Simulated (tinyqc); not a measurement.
Formation energy of a charged point defect from supercell energies: one step, computed by the program tinyqc.

The host is a compound AB. Making the defect adds n_A = -1, n_B = 0 atoms to the cell. All total energies are inputs. E_F is counted from the valence-band maximum (VBM); x = 0 is A-rich and x = 1 B-rich growth.

Problem. Image-charge corrections. Image-charge correction of a point charge in a neutralising background: E_corr = q^2 alpha e^2/(4 pi eps_0) / (2 eps L), alpha = 2.837297 for a sc array with L the cube root of the volume.

Inputs (values chosen for the exercise, with gap and screening modelled on CdTe): gap E_g = 1.56 eV; dielectric constant eps = 10.4; cell length L = 15.3 angstrom.

Defect: vacancy of A. Supercell lattice: sc.

charge states q: 3  2  1  0

Constants: e^2/(4 pi eps_0) = 14.39964548 eV angstrom.

Give: E_corr.

Solution.

E_corr (eV): (q=+3) 1.155, (q=+2) 0.514, (q=+1) 0.128, (q=0) 0.000

Caution: the largest image-charge correction in these energies, q^2 alpha e^2/(8 pi eps_0 eps L) with alpha = 2.837297, exceeds a quarter of the gap; the point-charge term alone is then a rough estimate, usually too large for a charge that is spread out.
